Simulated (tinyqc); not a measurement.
Inside a calculation. Model: short-channel transistor, virtual-source model with series resistance.

Numbers from tinyqc (`OMP_NUM_THREADS=1 python tinyqc.py 2380018 2380019 out.jsonl`; about 0.01 s on one thread of a shared Intel Xeon 2.30GHz). Printed values are rounded.

The current per gate width is the charge at the top of the source barrier (the virtual source) times its velocity times a saturation function; al and be are fitting constants of the model. Units: I in uA/um, Rs in ohm um, so I Rs = 1e-6 I Rs in volts; Q in uC/cm^2, so I = 1e-4 Q vx0 Fsat with vx0 in cm/s.

Values chosen for this exercise: temperature T = 293 K; inversion capacitance Cinv = 1.93 uF/cm^2; velocity at the virtual source vx0 = 7.44e6 cm/s; apparent mobility mu = 1300 cm^2/(V s); channel length L = 16 nm; threshold at zero drain voltage VT0 = 0.351 V; drain-induced barrier lowering dl = 0.052 V/V; subthreshold factor n0 = 1.25; growth of n with drain voltage nd = 0 1/V; threshold shift (in units of Vt) from weak to strong inversion al = 3.5; sharpness of saturation be = 2; series resistance of each contact Rs = 120 ohm um; gate voltage Vgs = 0.6 V; drain voltage Vds = 0.05 V.

Constants: q = 1.602176634e-19 C, kB = 1.380649e-23 J/K, Vt = kB T/q. Results are converted to the units shown.

## Iteration 1: current through the series resistance

I at the start = 0 uA/um

Intrinsic voltages Vg' = Vgs - I Rs, Vd' = Vds - 2 I Rs. n = n0 + nd Vd', VT = VT0 - dl Vd', Ff = 1/(1 + exp((Vg' - VT + al Vt/2)/(al Vt))), Q = Cinv n Vt ln(1 + exp((Vg' - VT + al Vt Ff)/(n Vt))), Vdsat = (vx0 L/mu)(1 - Ff) + Vt Ff, Fsat = u/(1 + u^be)^(1/be) with u = Vd'/Vdsat, and I(out) = Q vx0 Fsat per width. (Fsat takes the sign of u.) Newton step: I(new) = I + (I(out) - I)/(1 - s), s = dI(out)/dI by a central difference with +/- 0.001 uA/um.

Vg' = 0.6 V
Vd' = 0.05 V
VT = 0.3484 V
Ff = 0.0339904
Q = 0.491404 uC/cm^2
Vdsat = 0.00970389 V
Fsat = 0.981683
I(out) = 358.908 uA/um
s = -0.244156
I after iteration 1 = 288.475 uA/um

## Iteration 2: current through the series resistance

As before.

Vg' = 0.565383 V
Vd' = -0.0192340 V
VT = 0.352000 V
Ff = 0.0514350
Q = 0.420662 uC/cm^2
Vdsat = 0.00998461 V
Fsat = -0.887539
I(out) = -277.776 uA/um
s = -0.568362
I after iteration 2 = -72.5708 uA/um

## Iteration 3: current through the series resistance

As before.

Vg' = 0.608709 V
Vd' = 0.0674170 V
VT = 0.347494 V
Ff = 0.0305937
Q = 0.509376 uC/cm^2
Vdsat = 0.00964923 V
Fsat = 0.989912
I(out) = 375.152 uA/um
s = -0.210052
I after iteration 3 = 297.432 uA/um

## Course of the iteration: current through the series resistance

Stop when I changes by less than 1e-7 uA/um, or after 80 iterations.

Course of the iteration:
```
iteration  I (uA/um)  |change| (uA/um)
1            288.475               288
2           -72.5708               361
3            297.432               370
4           -117.099               415
5            300.192               417
6           -130.121               430
7            300.790               431
8           -132.893               434
9            300.907               434
...              ...               ...
72          -133.568               435
73           300.936               435
74          -133.568               435
75           300.936               435
76          -133.568               435
77           300.936               435
78          -133.568               435
79           300.936               435
80          -133.568               435
```

Not converged within 80 iterations. The value swings between -133.6 and 300.9 for good. At the solution, 181.5 uA/um, the slope dI(out)/dI is -4.86: its size exceeds one, so plain substitution moves away from the root. A rerun with the update damped to 0.3 converges in 71 iterations.
